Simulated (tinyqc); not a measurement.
Where a fixed hold relaxes most: thermal stress and diffusional relaxation in a metal film: Coble and Nabarro-Herring creep, cooling and holds. Computed by tinyqc, a small Python program. Command: `OMP_NUM_THREADS=1 python tinyqc.py 3013149 3013150 out.jsonl creep walk`. One thread of a shared host (Intel(R) Xeon(R) Processor @ 2.30GHz), about 0.04 s of CPU time with the checks.

A thin film on a rigid substrate is stress-free at T0. Tension is positive and the film creeps linearly: d sigma/dt = -M (mismatch) dT/dt - sigma/tau.

Inputs (values chosen for the exercise, modelled on copper films on silicon):
```
quantity                           value        unit
biaxial modulus M                    186         GPa
expansion mismatch                  14.1      1e-6/K
atomic volume Omega                 11.8  angstrom^3
lattice prefactor D0             2.4e-05       m^2/s
lattice energy E                    2.05          eV
boundary prefactor (delta D_b)0  6.4e-15       m^3/s
boundary energy E_b                 1.07          eV
grain size d                        0.77          um
stress-free temperature T0           450           C
hold temperature T                   140           C
hold time t                          2.3           h
yield stress                         570         MPa
```

Constants: k_B = 1.380649e-23 J/K; k_B = 8.617333262e-05 eV/K.

Method:
- Thermoelastic slope = M x mismatch; sigma_0 = slope x (T0 - T).
- Creep rate per stress: Nabarro-Herring 14 D Omega/(k_B T d^2), Coble (14 pi) delta D_b Omega/(k_B T d^3), with D = D0 exp(-E/(k_B T)), delta D_b = (delta D_b)0 exp(-E_b/(k_B T)); 1/tau = M x (sum of both)/2 (biaxial strain rate is half the uniaxial one).
- Temperatures in kelvin are T(C) + 273.15.
- For each hold temperature: sigma_0 = slope (T0 - T), relaxed stress sigma_0 (1 - exp(-t/tau)), initial rate sigma_0/tau. In confined lines the relaxed part appears as void volume.

thermoelastic slope = 2.6226 MPa/K

Holds:
```
T (C)  sigma_0 (MPa)     tau (h)  relaxed (MPa)  initial rate (MPa/h)
25          1114.605  2.0635e+06     1.2423e-03            5.4015e-04
65          1009.701  1.6974e+04     1.3680e-01            5.9484e-02
105          904.797  3.9037e+02     5.3153e+00            2.3178e+00
145          799.893  1.8664e+01     9.2741e+01            4.2858e+01
185          694.989  1.5302e+00     5.4040e+02            4.5419e+02
225          590.085  1.8879e-01     5.9008e+02            3.1257e+03
265          485.181  3.1981e-02     4.8518e+02            1.5171e+04
305          380.277  6.9621e-03     3.8028e+02            5.4621e+04
345          275.373  1.8545e-03     2.7537e+02            1.4849e+05
385          170.469  5.8245e-04     1.7047e+02            2.9268e+05
425           65.565  2.0961e-04     6.5565e+01            3.1279e+05
```

The relaxed stress peaks at 225 C among these rows: colder holds have more stress but slower diffusion, hotter ones faster diffusion but less stress. The initial rate peaks about k_B T^2/E_b = 42 K below T0 when boundaries dominate; its largest row is 425 C. Caution: the elastic stress exceeds the yield stress, so dislocation glide would cap it first. Caution: dislocation glide would cap stresses above the yield stress; capping layers can block the surface and boundary paths, and threshold stresses are ignored.

Extremes, crossings and ranges named in words are read from the listed rows.
